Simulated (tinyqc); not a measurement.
## Doping and voltage from widths and field

Problem. In the depletion approximation an abrupt p-n junction has a triangular field: peak E = q Nd xn/(eps0 eps_r) = q Na xp/(eps0 eps_r), W = xn + xp, and Vbi - V = E W/2. Find Nd, Na and Vbi - V.

Parameters, values chosen for the exercise:
```
symbol,value,unit,meaning
eps_r,9.42,,relative permittivity
```

Constants: q = 1.602176634e-19 C, eps0 = 8.8541878128e-14 F/cm where lengths are in cm. Results are converted to the units shown.

W = 299.77260 nm
peak field = 246.14972 kV/cm
xn = 291.22986 nm

Answer. Gauss's law on each side gives its doping from the peak field and its width; the voltage is the area of the triangle.

Nd = 4.40e16 cm^-3
Na = 1.50e18 cm^-3
Vbi - V = 3.69 V

Numbers from tinyqc (`OMP_NUM_THREADS=1 python tinyqc.py 2000091 2000092 out.jsonl`; about 0.02 s on one thread of a shared Intel Xeon 2.30GHz).
